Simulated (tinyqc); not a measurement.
Classical Heisenberg spin chain: exact results, Metropolis, heat-bath and over-relaxation steps, and a Monte Carlo run: one step, computed by the program tinyqc.

E = -J sum_i s_i . s_(i+1) for unit vectors s_i on an open chain; K = J/(k_B T).

Task: Four single-spin steps. The given spins are first normalised. Spins 2 and 3 are updated in turn, with h = K (sum of the two neighbours). Heat bath: cos(theta) = 1 + ln(1 - r1 (1 - exp(-2 |h|)))/|h| about n = h/|h|, azimuth 2 pi r2 = phi in the frame a = n x z/|n x z|, b = n x a: s = n cos(theta) + sin(theta)(a cos(phi) + b sin(phi)); r1, r2 are the first two numbers of the row. Steps 2 and 4 are reflections, s -> 2 (s . h) h/|h|^2 - s, which keep the energy and use no random number.

Inputs (values chosen for the exercise, for a model chain of large moments): temperature T = 92.6 K.

Update: heat bath with over-relaxation.

four neighbouring spins (rows; components x, y, z):
```
         1        2        3
1  -0.1938   0.3423   0.9194
2   0.2824   0.9153  -0.2873
3   0.2996   0.3720  -0.8786
4   0.5997  -0.7831   0.1650
```

random numbers, one row a step:
```
        1       2       3
1  0.7034  0.3452  0.2521
2  0.0408  0.2916  0.5214
3  0.2301  0.0878  0.6427
4  0.3932  0.9026  0.9856
```

K = 1.754463

Give: the table «Steps» with the columns |h|, h . s before, h . s after, move, x, y, z.

Result:

Steps:
```
spin    |h|  h . s before  h . s after        move        x        y        z
2     1.269         1.179        0.225   heat bath  -0.5155   0.3020  -0.8019
3     1.408         0.712        0.712  reflection  -0.1935  -0.9781   0.0760
2     2.181        -1.387        1.923   heat bath  -0.7207  -0.4112   0.5581
3     2.459         2.187        2.187  reflection   0.0399  -0.5380   0.8420
```
